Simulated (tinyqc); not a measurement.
Two-mode optical phonons of a ternary alloy from two coupled oscillators: one step, computed by the program tinyqc. Command: `OMP_NUM_THREADS=1 python tinyqc.py 3020475 3020476 out.jsonl twomode walk`. One thread of a shared host (Intel(R) Xeon(R) Processor @ 2.30GHz), about 0.01 s of CPU time with the checks.

An alloy A(x)B(1-x)C has an A-C and a B-C bond oscillator. Each TO frequency moves linearly from the impurity mode (dilute end) to the TO of the pure crystal; each strength is proportional to the number of bonds.

Problem. LO modes, coupled by the field. eps(omega) = eps_inf + W_1/(omega_1^2 - omega^2) + W_2/(omega_2^2 - omega^2) = 0 is the eigenproblem of the matrix [[omega_1^2 + W_1/eps_inf, sqrt(W_1 W_2)/eps_inf], [sqrt(W_1 W_2)/eps_inf, omega_2^2 + W_2/eps_inf]] for omega_LO^2. Uncoupled values keep the diagonal alone. eps_s = eps_inf + W_1/omega_1^2 + W_2/omega_2^2.

omega_1 (A-C, TO) = 482.96 1/cm

omega_2 (B-C, TO) = 368 1/cm

eps_inf = 10.708

W_1 = 657901.4 1/cm^2

W_2 = 74198.4 1/cm^2

Give: matrix; lower LO mode; upper LO mode; uncoupled values; eps_s.

Solution.

matrix (1/cm^2):
```
[[2.947e+05, 2.063e+04],
 [2.063e+04, 1.424e+05]]
```

lower LO mode = 373.6 1/cm

upper LO mode = 545.4 1/cm

uncoupled values (1/cm): [377.3, 542.9]

eps_s = 14.08

The field pushes the upper mode up by 2.52 and the lower one down by 3.66 per cm; the lower LO stays between the two TO modes.
